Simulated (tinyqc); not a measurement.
Depth of the donor: donor near an oxide interface in a gate field (two-state model).

Interface at z = 0 (hard wall), donor at z = d, field F pulling electrons to the interface: potential e F z; 1 kV/cm = 1e-5 eV/angstrom, c = hbar^2/2m0, q = e^2/(4 pi eps0), Q = (eps - eo)/(eps + eo). Donor state: E_D = e F d - ED - q Q/(4 eps d), the last term joining the images of ion and electron. Interface state: z exp(-b z/2) exp(-rho^2/(2 L^2)) with E_z = c b^2/(4 mz) + 3 e F/b + q Q b/(8 eps), minimised over b; in the plane at z = 3/b the ion (distance D = d - 3/b) and its image (D' = d + 3/b) give E_rho = c/(mt L^2) - (q/eps)(sqrt(pi)/L)[erfcx(D/L) + Q erfcx(D'/L)], erfcx(x) = exp(x^2) erfc(x), minimised over L. E_I = E_z + E_rho.

The two states couple by t = t0 exp(-D/aD) with t0 = q/(eps aD) (2 aD/L) sqrt(aD b/2) v, v a valley factor; this form is an estimate. With detuning u = E_D - E_I the splitting is sqrt(u^2 + 4 t^2) and the lower state has weight (1 - u/sqrt(u^2 + 4 t^2))/2 on the donor.

Constants: hbar^2/2m0 = 3.80998211 eV angstrom^2; e^2/(4 pi eps0) = 14.39964547 eV angstrom.

Inputs chosen for the exercise (near those of a donor in Si below Si3N4, static dielectric constants; shifted at random, so the results belong to these values and not to a real crystal):
```
symbol  value                         unit      meaning
ED      31.2                          meV       bulk binding energy
mz      0.923                         m0        mass across the interface
mt      0.191                         m0        mass in the plane
eps     11.5                                    dielectric constant of the semiconductor
eo      7.5                                     dielectric constant of the oxide
aD      16.9                          angstrom  donor radius
v       0.3                                     valley factor
dl      (65, 90, 120, 155, 200, 250)  angstrom  depths
```

Critical field, and the coupling, E_rho and L at that field.

Results:
```
d (angstrom)  critical field (kV/cm)  e F d/ED  t (meV)  E_rho (meV)  L (angstrom)
65                              79.0     1.645      1.5       -18.19            58
90                              52.5     1.515     0.33       -13.45            74
120                             37.2     1.430    0.056       -10.28            91
155                             27.5     1.369   0.0071        -8.09           110
200                             20.6     1.318  0.00052        -6.37           133
250                             16.0     1.280  2.9e-05        -5.16           156
```

The critical field falls from 79 to 16 kV/cm, with exponent -1.19 in d, while t drops by a factor 5.3e+04, about e for each 17 angstrom at the end (aD = 16.9). One lattice plane (1.36 angstrom) of misplacement changes t by 8 % and the critical field by about 1.3 % at 120 angstrom.

Computed by tinyqc, a small Python program: `OMP_NUM_THREADS=1 python tinyqc.py 1282132 1282133 out.jsonl` (the numbers bound the seed that draws the inputs); one thread of a shared host (Intel(R) Xeon(R) Processor @ 2.30GHz), about 0.1 s for the whole set of steps.
